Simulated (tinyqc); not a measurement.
# Changing the log10 of the dissolved activity a

Model: potential-pH (Pourbaix) lines of a metal, its cation, its oxide and an oxyanion, with a complexing ligand. Computed by tinyqc, a small Python program. Command: `OMP_NUM_THREADS=1 python tinyqc.py 3012056 3012057 out.jsonl pourb sweep`. One thread of a shared host (Intel(R) Xeon(R) Processor @ 2.30GHz), about 0.01 s of CPU time with the checks.

Potentials are against the standard hydrogen electrode; solids and water have unit activity; dG_f of M, H+ and the electron is zero; F = e N_A and s = R T ln(10)/F. The cation carries z = 2.

Inputs (values chosen for the exercise, modelled on cobalt): dG_f of the cation = -55.28 kJ/mol; dG_f of the oxide = -214.71 kJ/mol; dG_f of the oxyanion = -275.57 kJ/mol; dG_f of water = -237.14 kJ/mol; temperature T = 298.15 K; pH = 11; potential E = 1.1 V.

Species: M, M2+, MO, MO2(2-).

Constants: R = 8.314462618 J/(mol K); e = 1.602176634e-19 C; N_A = 6.02214076e+23 1/mol.

Method:
- M2+ + 2e = M; MO + 2H+ + 2e = M + H2O; MO2(2-) + 4H+ + 2e = M + 2H2O. For each, E0 = -dG/(z F), and E = E0 + (s/z) log10 a - (s n_H/z) pH, with no activity term for the oxide.
- Two oxidised species coexist where their lines against the metal cross: pH1 (cation/oxide) = [E0(oxide) - E0(cation)]/s - (log10 a)/z; pH2 (oxide/oxyanion) = {[E0(oxyanion) - E0(oxide)]/s + (log10 a)/z}/(4/z - 1).
- The metal is stable below the lowest of the three lines; above it, the species of the lowest line is stable. Water lines at 1 bar: hydrogen E = -s pH, oxygen E = -dG_f(water)/(2F) - s pH.

One run for each value:
```
log10 of the dissolved activity a     pH1     pH2  width of the oxide field, pH2 - pH1  upper limit of immunity (V)
-8                                 10.807  11.441                               0.6344                     -0.53452
-7                                 10.307  11.941                               1.6344                     -0.53452
-6                                  9.807  12.441                               2.6344                     -0.53452
-5                                  9.307  12.941                               3.6344                     -0.53452
-4                                  8.807  13.441                               4.6344                     -0.53452
-3                                  8.307  13.941                               5.6344                     -0.53452
-2                                  7.807  14.441                               6.6344                     -0.53452
-1                                  7.307  14.941                               7.6344                     -0.53452
```

Over the rows, pH1 falls from 10.8 to 7.31; pH2 rises from 11.4 to 14.9; width of the oxide field, pH2 - pH1 rises from 0.634 to 7.63.

Caution (all rows): other oxidation states, hydroxides and hydrides are left out, and the lines say nothing of rates.

Extremes, crossings and ranges named in words are read from the listed rows.
